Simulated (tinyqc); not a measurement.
Read current of a NAND string, cells in series solved by shooting: one step of the calculation.

Cells in series, numbered from 0 at the source line (0 V) to the bit line, each followed by a gap resistance Rg. A cell with gate Vg, threshold VT, source Vs and drain Vd passes I = 2 nf K Vt^2 [F(Vs) - F(Vd)]/(1 + th max(Vg - VT, 0)), F(V) = ln^2(1 + exp((Vg - VT - nf V)/(2 nf Vt))). The selected cell has Vg = Vr, the others Vg = Vp.

Question. Node voltages for a trial current. For a trial current I start at 0 V and, cell by cell (the selected one is cell 0), solve for the drain: sqrt(F(Vd)) = sqrt(F(Vs) - I/k), k = 2 nf K Vt^2/(1 + th max(Vg - VT, 0)), Vd = [Vg - VT - 2 nf Vt ln(exp(sqrt F) - 1)]/nf, then add I Rg.

Values chosen for this exercise; values of the order met in vertical NAND strings:
- T = 358 K (temperature)
- K = 7.1 uA/V^2 (gain factor of a cell)
- nf = 2.3 (slope factor)
- th = 0.2 1/V (mobility reduction factor)
- Rg = 16 kohm (resistance of the gap between cells)
- Vbl = 0.4 V (bit-line voltage)
- Vp = 7.7 V (pass voltage)
- Vr = 3.23 V (read voltage on the selected word line)

Constants: q = 1.602176634e-19 C, kB = 1.380649e-23 J/K, Vt = kB T/q. Results are converted to the units shown.

first trial current = 0.75 uA
thresholds from the source end, cell 0 to 3 (V): [1.7, -2, -2, 3.7]

Give: node voltage after each cell and gap, trial 1.

Answer.

node voltage after each cell and gap, trial 1, cell 0 to 3 (V): [0.1093, 0.1543, 0.1997, 0.2663]

tinyqc, about 0.6 s, one thread, Intel Xeon 2.30GHz (shared host): `OMP_NUM_THREADS=1 python tinyqc.py 2142109 2142110 out.jsonl`
